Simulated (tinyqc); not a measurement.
Long-channel MOSFET, surface-potential model: two steps of the calculation.

n-channel transistor on a uniformly doped p-type body, gradual-channel approximation, constant mobility, Boltzmann statistics, full ionisation. Potentials are counted from the neutral body; V is the electron quasi-Fermi potential, Vsb at the source and Vsb + Vds at the drain. Charges are magnitudes per area.

Values chosen for this exercise; material values close to those of silicon: temperature T = 300 K; flat-band voltage Vfb = -0.36 V; channel mobility mu = 130 cm^2/(V s); gate width W = 20 um; gate length L = 10 um; source-body reverse bias Vsb = 0 V; gate-source voltage Vgs = 0.26 V; drain-source voltage Vds = 0.5 V.

Constants: q = 1.602176634e-19 C, kB = 1.380649e-23 J/K, Vt = kB T/q. Results are converted to the units shown.

Problem 1. Charges and current of the charge-sheet model. psi_0 and psi_L solve Vgs + Vsb - Vfb - psi = gamma sqrt(G) at V = Vsb and Vsb + Vds. Qi = Cox gamma [sqrt(G) - sqrt(psi - Vt)], G = psi - Vt + Vt exp((psi - 2 phiF - V)/Vt), at both ends. With U = Vgs + Vsb - Vfb: drift = mu (W/L) Cox [U (psi_L - psi_0) - (psi_L^2 - psi_0^2)/2 - (2/3) gamma ((psi_L - Vt)^1.5 - (psi_0 - Vt)^1.5)]; diffusion = mu (W/L) Vt (Qi0 - QiL).

psi_0 = 0.57670399 V
psi_L = 0.57671507 V
phiF = 0.34624785 V
Cox = 0.83358939 uF/cm^2
gamma = 0.058319646 V^0.5

Give: Qi0; QiL; drift current; diffusion current; drain current.

Solution 1.

Qi0 = 0.00960 nC/cm^2
QiL = 3.83e-11 nC/cm^2
drift current = 1.38e-8 uA
diffusion current = 6.46e-5 uA
drain current = 6.46e-5 uA

Drift carries 0.0214 % of the current. The drain end is pinched off: its charge is under 1 % of that at the source.

Problem 2. Pao-Sah current by Simpson's rule. I = mu (W/L) integral of Qi dV; Simpson's rule on the 9 points, step Vds/8, weights 1, 4, 2, ..., 4, 1 times step/3.

```
point,"Qi, Pao-Sah (nC/cm^2)"
0,0.0098472090
1,8.7816890e-4
2,7.8278730e-5
3,6.9773694e-6
4,6.2192510e-7
5,5.5435033e-8
6,4.9411783e-9
7,4.4042984e-10
8,3.9257528e-11
```

Find: Pao-Sah current.

Solution 2.

Pao-Sah current = 7.337e-5 uA

Gauss-Legendre quadrature on many points gives 6.621e-5 uA, so this value is 11 % above it; the charge-sheet current, 6.457e-5 uA, is 2.5 % below it.

tinyqc, about 0.03 s, one thread, Intel Xeon 2.30GHz (shared host): `OMP_NUM_THREADS=1 python tinyqc.py 2360019 2360020 out.jsonl`
